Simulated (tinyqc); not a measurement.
Comparisons within one model: cyclotron resonance of ellipsoidal valleys, Ge type. A value that a table varies takes the place of the one given here.

Valleys along [111], [-111], [1-11], [11-1], mass ml along the axis and mt across it. B lies in the (1-10) plane, b = (sin(theta)/sqrt2, sin(theta)/sqrt2, cos(theta)). For the angle phi between B and the axis, 1/mc^2 = cos^2(phi)/mt^2 + sin^2(phi)/(mt ml). Resonance: h nu = 2 muB B/mc, h = 2 pi hbar.

Constants: hbar = 6.58211957e-16 eV s; muB = 5.788381798e-05 eV/T.

Values chosen for the exercise (near those of Ge; shifted at random, so the results belong to these values and not to a real crystal): ml = 1.668 m0 (longitudinal mass); mt = 0.081 m0 (transverse mass); ths = (0, 10, 25, 35, 55, 70, 90) degrees (angles); g1 = 13.38 (Luttinger gamma1); g2 = 4.24 (gamma2); g3 = 5.7 (gamma3); theta = 28 degrees (angle of B from [001] towards [110]); nu = 24 GHz (microwave frequency).

## Rotating the field

mc against theta; [-111] and [1-11] stay equal in this plane.

Cyclotron masses (m0):
```
theta (degrees)   [111]  [-111]  [11-1]
0                0.1339  0.1339  0.1339
10               0.1114  0.1357  0.1720
25               0.0926  0.1457  0.2886
35               0.0858  0.1584  0.3675
55               0.0810  0.2071  0.2044
70               0.0838  0.2768  0.1355
90               0.0980  0.3676  0.0980
```

All valleys give one line at theta = 0, B along [001], with mc = 0.1339. The [111] valley reaches mt at 54.7 degrees, and [11-1] reaches its largest value sqrt(ml mt) = 0.3676 at 35.3 degrees, where B is perpendicular to it; the listed maximum of that branch is 0.3675. The pair [-111], [1-11] reaches the same value at 90 degrees.

## Heavy and light holes (cyclotron masses of warped hole bands)

E = c k^2 f(n) with f = g1 -/+ 2 sqrt(g2^2 + 3 (g3^2 - g2^2)(nx^2 ny^2 + ny^2 nz^2 + nz^2 nx^2)). For the orbit through k = 0 perpendicular to b = (sin(theta)/sqrt2, sin(theta)/sqrt2, cos(theta)), mc is the mean of 1/f over the directions n in that plane (180 evenly spaced angles). Quantum effects of the lowest levels are left out.

Cyclotron masses (m0):
```
theta (degrees)   heavy   light
0                0.2808  0.0435
10               0.2883  0.0433
25               0.3246  0.0425
35               0.3549  0.0419
55               0.3795  0.0415
70               0.3757  0.0417
90               0.3728  0.0420
```

The heavy mass varies by 35 % over the table, with its largest listed value at 55 degrees ([111] lies at 54.7) and its smallest at 0; the light mass varies by 4.9 %. The warping term enters both with the same size, but it is set against a small inverse mass in one and a large one in the other (along [111], g1 - 2 g3 = 1.98 and g1 + 2 g3 = 24.78).

## What each parameter does

Resonance fields B = h nu mc/(2 muB) of the valleys [111], [-111] and [11-1]. Each row changes one parameter from the base and keeps the others.

Results:
```
case                [111] (T)  [-111] (T)  [11-1] (T)
base                   0.0773      0.1277      0.2750
ml = 1.918 m0          0.0773      0.1287      0.2895
mt = 0.073 m0          0.0697      0.1158      0.2576
theta = 32 degrees     0.0750      0.1320      0.3056
nu = 26.4 GHz          0.0850      0.1405      0.3025
```

The largest shifts from the base row, up to three for each result and ties (the steps differ in size, so this ranks the rows, not the parameters). [111] (T): nu +0.0077, mt -0.0076, theta -0.0023; unchanged at the printed digits by ml. [-111] (T): nu +0.0128, mt -0.0119, theta +0.0043. [11-1] (T): theta +0.0306, nu +0.0275, mt -0.0174.

Run: tinyqc, `OMP_NUM_THREADS=1 python tinyqc.py 1281918 1281919 out.jsonl`; Intel(R) Xeon(R) Processor @ 2.30GHz, one thread, shared host; about 0.01 s of CPU time with all checks.
